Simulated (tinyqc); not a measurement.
What each parameter does: six-band k.p model of the valence band of a wurtzite crystal.

At k = 0: E1 = D1c + D2c + Te + Le (pure HH); E2, E3 = Le + u +/- sqrt(u^2 + 2 D3c^2), u = (D1c - D2c + Te)/2, D1c = Dcr, D2c = D3c = Dso/3. The weight of LH in state 2 is fL = (E2 - Le)^2/((E2 - Le)^2 + 2 D3c^2). Relative strengths of transitions to the conduction band: for E perpendicular to c (TE) 1/2, fL/2, (1 - fL)/2; for E along c (TM) 0, 1 - fL, fL, with one momentum element for both directions.

Strain of a c-plane layer: exx = eyy = e_par, ezz = -2 (C13/C33) e_par; Le = D1 ezz + D2 (exx + eyy), Te = D3 ezz + D4 (exx + eyy).

Conduction edge: Ec = (top of the unstrained valence band) + Eg + (a1 + D1) ezz + (a2 + D2)(exx + eyy).

Inputs chosen for the exercise (near those of GaN; the results hold for these values, not for the real material): Dcr = 0.019 eV (crystal-field splitting); Dso = 0.0178 eV (spin-orbit splitting); Eg = 3.52 eV (direct gap at Gamma from the top of the unstrained valence band); a1 = -4.79 eV (gap potential along c); a2 = -10.8 eV (gap potential in the plane); D1 = -3.62 eV; D2 = 4.45 eV; D3 = 8.23 eV; D4 = -4.04 eV; C13 = 101 GPa; C33 = 392 GPa; e_par = 0.0027 (exx = eyy of a c-plane layer).

Splittings at k = 0 under the strain, fL and the lowest transition.

Results for these values:
```
case  E1 - E2 (meV)  E1 - E3 (meV)      fL  lowest transition (eV)
base         -11.36          14.90  0.1154                  3.4902
```

What happens to each result for a2 = -12.96 eV, all else kept?

Answer: E1 - E2 does not change at the printed digits; E1 - E3 does not change at the printed digits; fL does not change at the printed digits; lowest transition falls from 3.4902 to 3.4786.

The same for each parameter in turn:
```
case              E1 - E2 (meV)  E1 - E3 (meV)      fL  lowest transition (eV)
base                     -11.36          14.90  0.1154                  3.4902
a1 = -5.748 eV           -11.36          14.90  0.1154                  3.4916
C33 = 470.4 GPa           -9.69          15.13  0.1316                  3.4889
Dcr = 0.0228 eV           -8.07          15.40  0.1505                  3.4935
C13 = 121.2 GPa          -13.41          14.65  0.0993                  3.4918
a2 = -12.96 eV           -11.36          14.90  0.1154                  3.4786
D3 = 9.876 eV            -13.41          14.65  0.0993                  3.4905
D1 = -2.896 eV           -11.36          14.90  0.1154                  3.4902
Dso = 0.02136 eV         -11.14          18.23  0.1360                  3.4905
```

D1 and D2 shift all valence edges and the conduction edge alike, so they drop out of splittings and transitions.

Run: tinyqc, `OMP_NUM_THREADS=1 python tinyqc.py 1050064 1050065 out.jsonl`; Intel(R) Xeon(R) Processor @ 2.30GHz, one thread, shared host; about 0.01 s of CPU time with all checks.
